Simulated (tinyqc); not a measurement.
Overlap of hydrogenic dopants: pairs, impurity band and the Mott density: one step. A pair with one electron. Two cases, with inputs chosen for the exercise.

Problem. Form S, J, Kx, the two levels, t, and the total energy of the lower state with the repulsion, relative to a distant pair (-1).

Ry* = Ry m/eps^2, aB = a0 eps/m. For 1s orbitals a distance rho = R/aB apart, in Ry*: overlap S = exp(-rho)(1 + rho + rho^2/3), J = (2/rho)(1 - (1 + rho) exp(-2 rho)) (attraction to the other ion), Kx = 2 (1 + rho) exp(-rho) (exchange of one electron). One electron on a pair has E = -1 - (J +/- Kx)/(1 +/- S), without the repulsion 2/rho of the ions. Hopping after orthogonalisation: t = (Kx - S J)/(1 - S^2), half the splitting. Dopants on a lattice with z neighbours, n = (3 sqrt3/4)/R^3 (bcc), give a band of width B = 2 z t, as on any lattice of two interpenetrating sublattices. Valleys, central cells and disorder are left out.

Give: S, J, Kx; levels; t; energy of the pair against a distant one (negative: bound).

Case 1.

Values chosen (out of a larger set: an isotropic mass and dielectric constant of the size used for donors in Ge; not measured data): rho = 5.4 aB (distance of a pair).

Ry* = 6.26764 meV
aB = 72.70435 angstrom

Solution.

S, J, Kx: 0.07281  0.37032  0.05781

levels (Ry*): even -1.39908, odd -1.33705

t = 0.03101 Ry*
energy of the pair against a distant one (negative: bound) = -0.02871 Ry*

In this host the pair is 39.3 nm long and its splitting 2t is 0.39 meV.

Case 2.

Values chosen (out of a larger set: an isotropic mass and dielectric constant of the size used for donors in GaAs; not measured data): rho = 2.4 aB (distance of a pair).

Ry* = 4.84133 meV
aB = 112.66354 angstrom

Solution.

S, J, Kx: 0.48262  0.81002  0.61688

levels (Ry*): even -1.96242, odd -1.37329

t = 0.29456 Ry*
energy of the pair against a distant one (negative: bound) = -0.12908 Ry*

In this host the pair is 27.0 nm long and its splitting 2t is 2.85 meV.

Computed by tinyqc, one run a case: `OMP_NUM_THREADS=1 python tinyqc.py N N+1 out.jsonl` with N = 1450416, 1450684; one thread of a shared Intel(R) Xeon(R) Processor @ 2.30GHz, about 0.01 s a run at most.
